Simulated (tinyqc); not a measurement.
Worked calculation (part 2 of 2): CIS on RHF in the sto-3g basis, for BeH2, spin multiplicity 1. Computed by tinyqc, a small Python program that keeps every step (integrals from PySCF). Command: `OMP_NUM_THREADS=1 python tinyqc.py 23103 23104 out.jsonl` (the two numbers bound the seeds that draw the settings). One thread of a shared host (Intel(R) Xeon(R) Processor @ 2.60GHz), about 0.1 s of CPU time with the checks.

Geometry (angstrom):
```
atom        x         y        z
Be    0.00000   0.00000  0.00000
H     0.00000   1.57100  0.18300
H     0.00000  -1.57100  0.18300
```

## CIS matrix, triplets

orbital energies (hartree): [-4.53455, -0.41511, -0.37060, 0.20565, 0.21373, 0.36325, 0.68155]

Two-electron integrals over orbitals (pq|rs), unique and non-zero (hartree):
```
(11|11) 2.27196    (21|11) -0.18639   (21|21) 0.02363    (22|11) 0.45632
(22|21) -0.00563   (22|22) 0.37351    (31|31) 0.00501    (32|31) 0.01080
(32|32) 0.15778    (33|11) 0.41723    (33|21) -0.00230   (33|22) 0.38455
(33|33) 0.40762    (41|11) 0.05632    (41|21) -0.00672   (41|22) 0.00369
(41|33) 0.00204    (41|41) 0.01674    (42|11) -0.03030   (42|21) 0.00199
(42|22) 0.01021    (42|33) 0.01333    (42|41) 0.01342    (42|42) 0.04835
(43|31) -0.00023   (43|32) 0.01958    (43|43) 0.01610    (44|11) 0.56261
(44|21) -0.00751   (44|22) 0.34991    (44|33) 0.33351    (44|41) -0.00659
(44|42) -0.03681   (44|44) 0.45314    (51|51) 0.01574    (52|51) 0.01490
(52|52) 0.04727    (53|53) 0.01231    (54|51) -0.00460   (54|52) -0.01239
(54|54) 0.02665    (55|11) 0.56918    (55|21) -0.00721   (55|22) 0.35265
(55|33) 0.33346    (55|41) 0.00186    (55|42) -0.01499   (55|44) 0.39870
(55|55) 0.44986    (61|11) -0.18465   (61|21) 0.02402    (61|22) -0.00512
(61|33) -0.00246   (61|41) -0.00301   (61|42) 0.00529    (61|44) -0.00799
(61|55) -0.00543   (61|61) 0.02549    (62|11) 0.13455    (62|21) -0.00566
(62|22) -0.01184   (62|33) -0.03865   (62|41) 0.00522    (62|42) -0.00694
(62|44) 0.05640    (62|55) 0.06685    (62|61) -0.00378   (62|62) 0.08233
(63|31) -0.00040   (63|32) -0.08982   (63|43) -0.01650   (63|63) 0.08399
(64|11) 0.02712    (64|21) 0.00035    (64|22) 0.00188    (64|33) -0.00687
(64|41) 0.01295    (64|42) 0.03321    (64|44) -0.00035   (64|55) 0.01158
(64|61) 0.00398    (64|62) 0.02968    (64|64) 0.04106    (65|51) 0.01552
(65|52) 0.04484    (65|54) -0.00743   (65|65) 0.04687    (66|11) 0.46573
(66|21) -0.00637   (66|22) 0.37809    (66|33) 0.38628    (66|41) 0.01063
(66|42) 0.03102    (66|44) 0.34332    (66|55) 0.35422    (66|61) -0.00368
(66|62) -0.01584   (66|64) 0.01731    (66|66) 0.40556    (71|31) 0.00942
(71|32) 0.01730    (71|43) -0.00074   (71|63) 0.00019    (71|71) 0.01787
(72|31) 0.00454    (72|32) -0.03905   (72|43) -0.01583   (72|63) 0.06092
(72|71) 0.00834    (72|72) 0.05722    (73|11) 0.14996    (73|21) -0.00400
(73|22) 0.00035    (73|33) -0.01839   (73|41) 0.00011    (73|42) -0.02188
(73|44) 0.06816    (73|55) 0.07054    (73|61) -0.00366   (73|62) 0.07612
(73|64) 0.01615    (73|66) -0.01868   (73|73) 0.08772    (74|31) -0.00309
(74|32) -0.03560   (74|43) 0.00858    (74|63) 0.02238    (74|71) -0.00532
(74|72) 0.00684    (74|74) 0.02531    (75|53) 0.01318    (75|75) 0.01692
(76|31) 0.00921    (76|32) 0.13433    (76|43) 0.02110    (76|63) -0.08643
(76|71) 0.01514    (76|72) -0.04645   (76|74) -0.02969   (76|76) 0.12777
(77|11) 0.54260    (77|21) -0.00739   (77|22) 0.39767    (77|33) 0.41347
(77|41) 0.00176    (77|42) 0.00250    (77|44) 0.37806    (77|55) 0.37621
(77|61) -0.00722   (77|62) -0.01750   (77|64) -0.00654   (77|66) 0.40642
(77|73) 0.00448    (77|77) 0.45046
```

A(ia,jb) = (e_a - e_i) d_ij d_ab - (ij|ab).

CIS matrix A, triplet (hartree), order 1>4, 1>5, 1>6, 1>7, 2>4, 2>5, 2>6, 2>7, 3>4, 3>5, 3>6, 3>7:
```
[[4.17759, 0.00000, -0.02712, 0.00000, 0.00751, 0.00000, -0.00035, 0.00000, 0.00000, 0.00000, 0.00000, 0.00309],
 [0.00000, 4.17909, 0.00000, 0.00000, 0.00000, 0.00721, 0.00000, 0.00000, 0.00000, 0.00000, 0.00000, 0.00000],
 [-0.02712, 0.00000, 4.43206, 0.00000, -0.00035, 0.00000, 0.00637, 0.00000, 0.00000, 0.00000, 0.00000, -0.00921],
 [0.00000, 0.00000, 0.00000, 4.67349, 0.00000, 0.00000, 0.00000, 0.00739, 0.00309, 0.00000, -0.00921, 0.00000],
 [0.00751, 0.00000, -0.00035, 0.00000, 0.27085, 0.00000, -0.00188, 0.00000, 0.00000, 0.00000, 0.00000, 0.03560],
 [0.00000, 0.00721, 0.00000, 0.00000, 0.00000, 0.27619, 0.00000, 0.00000, 0.00000, 0.00000, 0.00000, 0.00000],
 [-0.00035, 0.00000, 0.00637, 0.00000, -0.00188, 0.00000, 0.40027, 0.00000, 0.00000, 0.00000, 0.00000, -0.13433],
 [0.00000, 0.00000, 0.00000, 0.00739, 0.00000, 0.00000, 0.00000, 0.69898, 0.03560, 0.00000, -0.13433, 0.00000],
 [0.00000, 0.00000, 0.00000, 0.00309, 0.00000, 0.00000, 0.00000, 0.03560, 0.24274, 0.00000, 0.00687, 0.00000],
 [0.00000, 0.00000, 0.00000, 0.00000, 0.00000, 0.00000, 0.00000, 0.00000, 0.00000, 0.25087, 0.00000, 0.00000],
 [0.00000, 0.00000, 0.00000, -0.00921, 0.00000, 0.00000, 0.00000, -0.13433, 0.00687, 0.00000, 0.34757, 0.00000],
 [0.00309, 0.00000, -0.00921, 0.00000, 0.03560, 0.00000, -0.13433, 0.00000, 0.00000, 0.00000, 0.00000, 0.63868]]
```

## CIS triplet states

Diagonalise A (1 hartree = 27.211386 eV); each vector has its largest component positive (the first on a tie).

triplet excitation energies (eV): [6.42002, 6.82651, 7.23936, 7.51513, 8.35190, 9.30912, 19.09149, 20.31047, 113.60058, 113.71919, 120.68122, 127.17313]

lowest vectors, order 1>4, 1>5, 1>6, 1>7, 2>4, 2>5, 2>6, 2>7, 3>4, 3>5, 3>6, 3>7:
```
[[0.00000, 0.00000, -0.00179, 0.00000, 0.00000, -0.00057],
 [0.00000, 0.00000, 0.00000, -0.00185, 0.00000, 0.00000],
 [0.00000, 0.00000, -0.00005, 0.00000, 0.00000, -0.00052],
 [-0.00091, 0.00000, 0.00000, 0.00000, 0.00126, 0.00000],
 [0.00000, 0.00000, 0.98233, 0.00000, 0.00000, 0.17060],
 [0.00000, 0.00000, 0.00000, 1.00000, 0.00000, 0.00000],
 [0.00000, 0.00000, -0.12534, 0.00000, 0.00000, 0.90510],
 [-0.14021, 0.00000, 0.00000, 0.00000, 0.29171, 0.00000],
 [0.96350, 0.00000, 0.00000, 0.00000, 0.26029, 0.00000],
 [0.00000, 1.00000, 0.00000, 0.00000, 0.00000, 0.00000],
 [-0.22804, 0.00000, 0.00000, 0.00000, 0.92041, 0.00000],
 [0.00000, 0.00000, -0.13901, 0.00000, 0.00000, 0.38947]]
```
